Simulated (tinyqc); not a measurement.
Double-gate transistor below threshold, two-dimensional Poisson equation on a small mesh: course of the iteration: over-relaxation sweep (omega = 2.05).

Half of a symmetric double-gate structure: row 0 is the mid-plane of the body, where the normal field vanishes. Mobile charge is neglected (subthreshold), the body is fully depleted, and potentials are counted from the intrinsic level; rows run upward to the gate, columns from source to drain.

Mesh: rows i = 0..1 in the semiconductor (step hs = tb/1, row 1 on the interface), then 1 step(s) ho = tox/1 up to the gate row 2; columns j = 0..4 (step hy = L/4). Box integration, divided by eps0: up_i = eps hy/h of the interval above row i, dn_i = that of the interval below (0 for row 0), lat_i = (sum of eps h/2 over the intervals above and below)/hy, s_i = -q Na w_i hy/eps0 with w_i the semiconductor height of the box (hs/2 for row 0 and the interface row, hs between, 0 in the insulator). Each free node obeys (up + dn + 2 lat) psi = up psi(above) + dn psi(below) + lat [psi(left) + psi(right)] + s.

Free nodes: rows 0..1, columns 1..3, taken row by row from row 0, left to right. t = (up psi(above) + dn psi(below) + lat [psi(left) + psi(right)] + s)/(up + dn + 2 lat), with the newest neighbours; psi(new) = psi + 2.05 (t - psi).

Stop when the largest change of psi is below 1e-7 V, or after 25 iterations. Fixed values: gate row Vg - Vfb; column 0 at Vbi and the last column at Vbi + Vd in the semiconductor, each running linearly to Vg - Vfb across the insulator.

Inputs (values chosen for the exercise); semiconductor permittivity made up:

| symbol | value | unit | meaning |
|---|---|---|---|
| eps_r | 11 |  | relative permittivity of the semiconductor |
| eox | 25 |  | relative permittivity of the insulator |
| tb | 5 | nm | half the body thickness |
| tox | 5 | nm | insulator thickness |
| L | 24 | nm | channel length |
| Na | 1.1e18 | cm^-3 | acceptor density of the depleted body |
| Vbi | 0.58 | V | potential of the source |
| Vfb | 0.07 | V | gate offset |
| Vg | 0 | V | gate voltage |
| Vd | 0.5 | V | drain voltage |

Constants: q = 1.602176634e-19 C, eps0 = 8.8541878128e-14 F/cm where lengths are in cm. Results are converted to the units shown.

psi at the start (fixed values on the edges, free nodes at zero) (V):

|  | j=0 | j=1 | j=2 | j=3 | j=4 |
|---|---|---|---|---|---|
| row 0 | 0.58000 | 0.00000 | 0.00000 | 0.00000 | 1.08000 |
| row 1 | 0.58000 | 0.00000 | 0.00000 | 0.00000 | 1.08000 |
| row 2 | -0.07000 | -0.07000 | -0.07000 | -0.07000 | -0.07000 |

| row | up | dn | lat | s (V) |
|---|---|---|---|---|
| 0 | 13.2 | 0 | 4.58333 | -0.298570 |
| 1 | 30 | 13.2 | 15 | -0.298570 |

Course of the iteration:

| iteration | psi at row 0, j = 2 (V) | largest \|change\| of one entry (V) |
|---|---|---|
| 1 | 0.0634911 | 0.581 |
| 2 | 0.310702 | 0.411 |
| 3 | 0.304720 | 0.847 |
| 4 | -0.179691 | 0.683 |
| 5 | 0.313417 | 0.898 |
| 6 | 0.328871 | 0.956 |
| 7 | 0.0752600 | 0.743 |
| 8 | -0.140365 | 0.712 |
| 9 | 0.604081 | 1.17 |
| ... | ... | ... |
| 17 | 0.360604 | 0.983 |
| 18 | -0.539273 | 1.87 |
| 19 | 0.614671 | 1.80 |
| 20 | 0.399557 | 1.50 |
| 21 | -0.128860 | 1.42 |
| 22 | -0.266736 | 2.62 |
| 23 | 1.02990 | 2.10 |
| 24 | -0.115009 | 1.84 |
| 25 | -0.332297 | 1.82 |

Did this iteration meet its convergence test, and what does its course show?

No. Not converged within 25 iterations. The largest change wanders without falling. Over-relaxation cannot converge for omega of 2 or more. A rerun with over-relaxation at omega = 1.12 converges in 11 iterations.

Computed by the program tinyqc: `OMP_NUM_THREADS=1 python tinyqc.py 2480024 2480025 out.jsonl`, one thread of a shared Intel Xeon 2.30GHz, about 0.09 s for the whole run.
